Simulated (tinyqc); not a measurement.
Electron-beam lithography: double-Gaussian proximity function, edge placement and dose correction for parallel lines: one step, computed by the program tinyqc. Command: `OMP_NUM_THREADS=1 python tinyqc.py 3111349 3111350 out.jsonl proximity walk`. One thread of a shared host (Intel(R) Xeon(R) Processor @ 2.30GHz), about 0.01 s of CPU time with the checks.

Lines are infinitely long. Absorbed energy is counted so that the middle of a very large area written at dose 1 receives 1; the resist develops where it exceeds 1/2.

Question. Dose correction. Uncorrected edge energies are M 1. Solve M d = 1/2 for the doses d that put the mean edge energy of every line at the threshold.

M:
```
           1          2          3          4          5
1  0.2704406  0.0021275  0.0907356  0.0196368  0.0706991
2  0.0318146  0.2402711  0.1003816  0.0232888  0.0930992
3  0.0263327  0.0019403  0.3435825  0.0284239  0.1493693
4  0.0204553  0.0016241  0.1025830  0.2691565  0.1973649
5  0.0102450  0.0008544  0.0617864  0.0214098  0.4483812
```

Give: edge energies at dose 1; corrected doses; largest over smallest dose.

Answer.

edge energies at dose 1: 1 0.4536, 2 0.4889, 3 0.5496, 4 0.5912, 5 0.5427

corrected doses: 1 1.246, 2 1.114, 3 0.890, 4 0.738, 5 0.927

largest over smallest dose = 1.689
